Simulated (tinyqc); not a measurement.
Inside a calculation. Model: ellipsometry and reflectance of a transparent film on an absorbing substrate.

Computed by the program tinyqc: `OMP_NUM_THREADS=1 python tinyqc.py 2870133 2870134 out.jsonl`, one thread of a shared Intel Xeon 2.30GHz, about 0.01 s for the whole run. Printed values are rounded.

Air (index 1), film, substrate with N2 = n2 - i k2; time factor exp(+i w t). q_j = sqrt(N_j^2 - sin^2 th), root with positive real part. Fresnel coefficients r_s = (q_a - q_b)/(q_a + q_b), r_p = (N_b^2 q_a - N_a^2 q_b)/(N_b^2 q_a + N_a^2 q_b). tan(Psi) exp(i Delta) = R_p/R_s, Delta taken from 0 to 360 degrees.

Values chosen for this exercise; indices close to those of hafnium oxide on silicon:
```
symbol  value     unit                                  meaning
lam       405       nm                               wavelength
th         75  degrees                       angle of incidence
n1      2.053                     index of the transparent film
d          87       nm                           film thickness
n2       5.42                            index of the substrate
k2      0.329           extinction coefficient of the substrate
```

## Interface coefficients and thickness period

q0, q1, q2 and the coefficients r01 and r12 for p and s; the results repeat in d with the period lam/(2 q1).

q0 = 0.258819
q1 = 1.81157
q2 = 5.33357-0.33433i
r01,p = -0.248308
r01,s = -0.749981
r12,p = 0.407066-0.024477i
r12,s = -0.494029+0.023675i
period = 111.781 nm

## Psi, Delta and reflectances

beta = 2 pi d q1/lam, X = exp(-2 i beta), R = (r01 + r12 X)/(1 + r01 r12 X) for p and s.

beta = 2.44512 rad
X = 0.176912+0.984227i
R_p = -0.194874+0.386358i
R_s = -0.848709-0.161785i
Psi = 26.6036 degrees
Delta = 285.973 degrees
|R_p|^2 = 0.187248
|R_s|^2 = 0.746481

The bare substrate gives Psi = 11.14 and Delta = 171.20 degrees.
